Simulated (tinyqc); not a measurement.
Quantum well in an electric field by finite differences, step by step. Values are carried at full precision from step to step, so a last printed digit may differ when a step is redone from the rounded ones.

Finite differences on points z_i at the centres of cells of width h: H_ii = (c/h^2)(1/m_(i-1/2) + 1/m_(i+1/2)) + V_i, H_(i,i+1) = -(c/h^2)/m_(i+1/2), where m_(i+1/2) is the mean of the masses at the two points (the end values are repeated outwards), psi = 0 on the points beyond both ends, c = hbar^2/2m0. The field adds e F (z - z0) with z0 the middle of the structure; 1 kV/cm = 1e-5 eV/angstrom.

Constants: hbar^2/2m0 = 3.80998211 eV angstrom^2.

Values chosen for the exercise (near those of an InGaAs well in InP; shifted at random, so the results belong to these values and not to a real crystal): layers = ((78, 0.258, 0.0816), (104, 0, 0.042), (78, 0.258, 0.0816)) (each layer: thickness in angstrom, band edge in eV, mass in m0); F = 38 kV/cm (field along z); h = 26 angstrom (cell width of the coarse grid); hf = 1.625 angstrom (cell width of the fine grid).

## The coarse grid

List the points, the potential with the field, and the masses.

Grid:
```
i   z (angstrom)   V (eV)  m (m0)
1           13.0   0.2135  0.0816
2           39.0   0.2234  0.0816
3           65.0   0.2333  0.0816
4           91.0  -0.0148  0.0420
5          117.0  -0.0049  0.0420
6          143.0   0.0049  0.0420
7          169.0   0.0148  0.0420
8          195.0   0.2827  0.0816
9          221.0   0.2926  0.0816
10         247.0   0.3025  0.0816
```

## The tridiagonal Hamiltonian

Form the diagonal and the neighbouring elements; V in the grid already includes the field.

diagonal H_ii (eV): 0.3517  0.3616  0.3936  0.2106  0.2634  0.2733  0.2402  0.4430  0.4307  0.4406

H_(i,i+1) (eV): -0.0691  -0.0691  -0.0912  -0.1342  -0.1342  -0.1342  -0.0912  -0.0691  -0.0691

## Lowest levels on the coarse grid

Diagonalise the symmetric tridiagonal matrix; give the three lowest levels and the weights u_i^2 (sum 1) of the two lowest.

levels (eV): 0.0290  0.1291  0.2598

weights on the points:
```
             1      2      3      4      5      6      7      8      9     10
level 1  0.000  0.001  0.016  0.241  0.334  0.268  0.133  0.007  0.000  0.000
level 2  0.001  0.005  0.049  0.343  0.042  0.145  0.377  0.036  0.002  0.000
```

## Halving the cell width

The same with h, h/2, ..., h/32. The end points move with h, since psi vanishes half a cell beyond the structure. Richardson value (4 E(h/32) - E(h/16))/3.

Convergence:
```
cell (angstrom)  points  E1 (eV)  E2 (eV)  E1 - finest (meV)
26.0000              10  0.02903  0.12912             -7.096
13.0000              20  0.03394  0.14464             -2.193
6.5000               40  0.03555  0.14888             -0.578
3.2500               80  0.03599  0.14997             -0.140
1.6250              160  0.03610  0.15024             -0.028
0.8125              320  0.03613  0.15031              0.000
```

Richardson values of E1, E2 (eV): 0.03614  0.15034

The coarse grid is 7.1 meV too low in E1. The last differences between rows shrink by a factor 4.0 (4 for a pure h^2 error, 2 for one linear in h).

## Positions and dipoles on the fine grid

With h sum psi^2 = 1: <z - z0> of three levels, |z_12| and |z_13|, the mass m1 from 1/m1 = <1|1/m|1>, and f_1j = (m1/c)(E_j - E_1) z_1j^2.

levels (eV): 0.0361  0.1502  0.2815

<z - z0> (angstrom): -5.1  -0.1  -57.2

|z_12|, |z_13| (angstrom): 27.44  0.41

m1 = 0.0430 m0

f_12, f_13: 0.970  0.000

Parity is broken, so the 1-3 transition is allowed, with 0.00049 times the strength of 1-2. E2 - E1 = 114.1 meV, a wavelength of 10.9 micrometre (hc = 1239.841984 eV nm). Level 3 lies above the lowest point of the outer barriers, so it is a resonance or a state of the finite grid, and values that rest on it depend on the ends of the grid.

## Checks

- E1 at zero field on the grid h/32 against transfer matrices between the same hard ends, eV: both 0.0371.

tinyqc: `OMP_NUM_THREADS=1 python tinyqc.py 1250942 1250943 out.jsonl`; about 0.02 s, one thread, shared Intel(R) Xeon(R) Processor @ 2.30GHz.
